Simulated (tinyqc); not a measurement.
Order-disorder in a binary alloy on two sublattices: Bragg-Williams and pair (quasi-chemical) approximations: one step, computed by the program tinyqc. Command: `OMP_NUM_THREADS=1 python tinyqc.py 3010989 3010990 out.jsonl order walk`. One thread of a shared host (Intel(R) Xeon(R) Processor @ 2.30GHz), about 0.01 s of CPU time with the checks.

All z = 8 neighbours of a site lie on the other sublattice. B fills the sublattices with x + eta/2 and x - eta/2; energies are per site, from the pure components: u = -z w y with y the probability of an A-B bond taken in one order.

Problem. Energy, entropy and site fractions. a = x + eta/2, b = x - eta/2; u = -z w [x (1 - x) + eta^2/4]; s/k_B = [s2(a) + s2(b)]/2, s2(c) = -c ln c - (1 - c) ln(1 - c); gain on ordering = f(eta) - f(0), f = u - T s. Superlattice over fundamental intensity = [eta (f_B - f_A)/2]^2/[(1 - x) f_A + x f_B]^2.

Inputs (values chosen for the exercise, for a model alloy): ordering energy w = (e_AA + e_BB)/2 - e_AB = 22.3 meV; fraction x of B = 0.37; temperature T = 773 K.

Lattice: bcc (B2 order, z = 8).

scattering factors f_A, f_B (electrons): 34  53

order parameter eta = 0.5802906

Constants: k_B = 8.617333262e-05 eV/K.

Give: B fraction on its own sublattice; B fraction on the A sublattice; energy u; entropy s; gain on ordering; intensity ratio.

Solution.

B fraction on its own sublattice = 0.6601

B fraction on the A sublattice = 0.07985

energy u = -56.60 meV/site

entropy s = 0.4597 k_B/site

gain on ordering = -1.744 meV/site

intensity ratio = 0.01805

A on the B sublattice: 0.3399, of which 0.2600 is forced by composition. Caution: T is near or above the T_c of the better pair approximation, so the true long-range order is lower than Bragg-Williams gives.
